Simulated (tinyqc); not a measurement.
# Gap difference from the gain at two temperatures

Question. When back injection limits the gain, beta = b exp(-dE/(kB T)) with dE the gap reduction of the emitter less that of the base and b constant. Find dE and beta at 300 K.

Constants: q = 1.602176634e-19 C, kB = 1.380649e-23 J/K. Results are converted to the units shown.

T (K): [273, 400]
beta: [99.036806, 189.29454]

Solution. ln beta is a straight line in 1/T with slope -dE/kB.

dE = 0.0480 eV
beta at 300 K = 119

Numbers from tinyqc (`OMP_NUM_THREADS=1 python tinyqc.py 2320064 2320065 out.jsonl`; about 0.01 s on one thread of a shared Intel Xeon 2.30GHz).
